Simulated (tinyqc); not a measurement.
MOS inversion layer, Poisson-Schroedinger loop: one step of the calculation.

Electrons confined at an insulator interface at z = 0, treated as a hard wall; parabolic valleys, Hartree approximation, no image or exchange terms. The depletion charge lies far deeper than the electrons and gives a uniform field q Nd/(eps0 eps_r); the gate balances all charge. Energies are counted from the band edge at the interface.

Question. Density, output potential and mixing. n_i = sum_k N_k |psi_k|^2 (converted to cm^-3). Hartree part by Gauss: on the interval before node i the electrons still beyond are S_i = Ns - hz sum_(j<i) n_j, and U_i = U_(i-1) + q S_i hz/(eps0 eps_r) in eV, U_0 = 0 at the interface. Mixing: U(new) = U + a (U(out) - U).

Values chosen for this exercise; masses and permittivity close to those of silicon (110):
```
symbol,value,unit,meaning
eps_r,11.5,,relative permittivity
Ns,5.2e11,cm^-2,sheet density of electrons
a,0.3,,mixing factor
```

Constants: q = 1.602176634e-19 C, eps0 = 8.8541878128e-14 F/cm where lengths are in cm. Results are converted to the units shown.

columns A: node; B: z (nm); C: self-consistent potential U at the start (eV); D: |psi|^2 of A1 (1/nm); E: |psi|^2 of A2 (1/nm); F: |psi|^2 of B1 (1/nm); G: |psi|^2 of B2 (1/nm)
```
A      B  C           D           E           F           G
1    1.7  0  0.10234387  0.08994014  0.06452214  0.05927160
2    3.4  0  0.20318500  0.06224165  0.15574496  0.07655850
3    5.1  0  0.16479033  0.00177606  0.16567873  0.01094017
4    6.8  0  0.08101746  0.09090605  0.11328060  0.01753597
5    8.5  0  0.02788412  0.15267509  0.05686018  0.09200494
6   10.2  0  0.00724061  0.11433250  0.02240746  0.12930934
7   11.9  0  0.00148580  0.05328878  0.00722055  0.10473654
8   13.6  0  0.00024873  0.01760639  0.00195553  0.05950612
9   15.3  0  0.00003477  0.00442113  0.00045407  0.02588948
10    17  0  0.00000413  0.00088158  0.00009177  0.00906149
11  18.7  0  0.00000042  0.00014387  0.00001633  0.00263048
12  20.4  0  0.00000004  0.00001962  0.00000258  0.00064312
13  22.1  0  0.00000000  0.00000224  0.00000036  0.00012992
14  23.8  0  0.00000000  0.00000019  0.00000004  0.00001763
```

N_k (cm^-2): A1 3.2205903e11, A2 1.2928151e11, B1 5.1515656e10, B2 1.7143804e10

Give: n; U(out); U after round 1.

Answer.

```
node  n (1e17 cm^-3)  U(out) (eV)  U after round 1 (eV)
1              4.893      0.01391               0.00417
2              8.282      0.02559               0.00768
3              6.202      0.03351               0.01005
4              4.398      0.03861               0.01158
5              3.322      0.04171               0.01251
6              2.048      0.04330               0.01299
7              0.954      0.04395               0.01319
8              0.348      0.04417               0.01325
9              0.105      0.04424               0.01327
10             0.028      0.04425               0.01328
11             0.006      0.04426               0.01328
12             0.001      0.04426               0.01328
13             0.000      0.04426               0.01328
14             0.000      0.04426               0.01328
```

Numbers from tinyqc (`OMP_NUM_THREADS=1 python tinyqc.py 2160129 2160130 out.jsonl`; about 0.9 s on one thread of a shared Intel Xeon 2.30GHz).
